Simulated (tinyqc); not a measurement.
Gate voltage for a given inversion charge.

Problem. p-type body, charge-sheet picture, depletion and inversion only, full ionisation (an idealisation for deep acceptors), Boltzmann statistics (rough once Na exp(x - xn) passes about Nc/7). In units of Vt: xg = (Vg - Vfb)/Vt, x = psi/Vt, G = gamma/sqrt(Vt), xn = (2 phiF + Vc)/Vt. The implicit equation is (xg - x)^2 = G^2 [x - 1 + exp(x - xn)] for x above about 3. Cox = eps0 eox/tox. ni = sqrt(Nc Nv) exp(-Eg/(2 Vt)), Eg in volts; phiF = Vt ln(Na/ni); gamma = sqrt(2 q eps0 eps_r Na)/Cox. N_inv = (Cox Vt G/q) [sqrt(x - 1 + exp(x - xn)) - sqrt(x - 1)]. Find x - xn, psi and Vg.

Parameters, values chosen for the exercise; band and dielectric values close to those of silicon:
```
symbol,value,unit,meaning
T,300,K,temperature
Eg,1.14,eV,band gap
eps_r,11.5,,relative permittivity
Nc,2.83e19,cm^-3,conduction-band density of states at T
Nv,2.62e19,cm^-3,valence-band density of states at T
eox,3.9,,relative permittivity of the gate insulator (close to silicon dioxide)
tox,2.6,nm,insulator thickness
Na,1.7e17,cm^-3,acceptor density
Vfb,-0.77,V,flat-band voltage
Vc,0,V,channel-body voltage
```

Constants: q = 1.602176634e-19 C, kB = 1.380649e-23 J/K, Vt = kB T/q, eps0 = 8.8541878128e-14 F/cm where lengths are in cm. Results are converted to the units shown.

N_inv = 1.4e11 cm^-2

Answer. N_inv rises steadily with x, so it fixes x; the implicit equation then gives xg directly.

x - xn = 1.995
psi = 0.9291 V
Vg = 0.3445 V

tinyqc, about 0.01 s, one thread, Intel Xeon 2.30GHz (shared host): `OMP_NUM_THREADS=1 python tinyqc.py 2122174 2122175 out.jsonl`
